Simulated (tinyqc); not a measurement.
# Undoped gate-all-around wire MOSFET, analytic charge model: effect of the temperature

An undoped round wire of radius R under an insulator shell and a surrounding gate; long channel, electrons only, n = ni exp((psi - V)/Vt) with V the quasi-Fermi potential (0 at the source, Vd at the drain), constant mobility, no quantisation. The radial Poisson equation gives n(r) = n(0)/(1 - (1 - b) r^2/R^2)^2 with b = Q0/(Q + Q0). Q is the electron charge per area of the wire surface.

Nc and Nv are given at 250 K and scale as (T/250 K)^1.5; Eg and mu are held fixed. ni = sqrt(Nc Nv) exp(-Eg/(2 Vt)), Eg in volts; Cox = eps0 eox/(R ln(1 + tox/R)); Q0 = 4 eps0 eps_r Vt/R; V0 = dphi + Vt ln[8 eps0 eps_r Vt/(q ni R^2)]. Q solves Vg - V0 - V = Q/Cox + Vt ln(Q/Q0) + Vt ln(1 + Q/Q0). I = mu (2 pi R/L)[2 Vt (Qs - Qd) + (Qs^2 - Qd^2)/(2 Cox) + Vt Q0 ln((Qd + Q0)/(Qs + Q0))], with Qs at V = 0 and Qd at V = Vd.  I(low) is taken at Vg = 0.33 V, Qs and I(high) at Vg = 1.08 V.

Values chosen for this exercise; material values close to those of silicon: band gap Eg = 1.11 eV; relative permittivity of the semiconductor eps_r = 11.6; conduction-band density of states at the reference temperature Nc = 2.09e19 cm^-3; valence-band density of states at the reference temperature Nv = 1.99e19 cm^-3; relative permittivity of the gate insulator eox = 22.1; insulator thickness tox = 12 nm; wire radius R = 4 nm; gate work function less that of the intrinsic body dphi = 0.05 V; channel mobility mu = 540 cm^2/(V s); gate length L = 0.1 um; drain voltage Vd = 0.05 V.

Constants: q = 1.602176634e-19 C, kB = 1.380649e-23 J/K, Vt = kB T/q, eps0 = 8.8541878128e-14 F/cm where lengths are in cm. Results are converted to the units shown.

Effect of the temperature:

| T (K) | V0 (V) | I(low) (nA) | Qs(high) (nC/cm^2) | I(high) (uA) |
|---|---|---|---|---|
| 220 | 0.5857 | 6.463e-4 | 1466 | 9.398 |
| 250 | 0.5817 | 0.004927 | 1461 | 9.369 |
| 280 | 0.5775 | 0.02489 | 1458 | 9.356 |
| 310 | 0.5732 | 0.09361 | 1457 | 9.356 |
| 340 | 0.5688 | 0.2828 | 1458 | 9.368 |
| 370 | 0.5642 | 0.7226 | 1461 | 9.390 |
| 400 | 0.5596 | 1.619 | 1465 | 9.421 |
| 430 | 0.5548 | 3.266 | 1470 | 9.460 |

As T goes from 220 to 430 K, I(low) rises from 6.46e-4 to 3.27 nA and I(high) goes from 9.40 through a minimum of 9.36 (at T = 280 K among the rows listed) to 9.46 uA. V0 falls from 0.586 to 0.555 V. In every row the surface density at the source at the higher gate voltage passes 0.3 Nc, where Boltzmann statistics fail. In every row the mobility is held fixed, though a real one changes with T. In every row the body is thin enough for quantum confinement, left out here, to raise the threshold.

Numbers from tinyqc (`OMP_NUM_THREADS=1 python tinyqc.py 2460148 2460149 out.jsonl`; about 0.03 s on one thread of a shared Intel Xeon 2.30GHz).
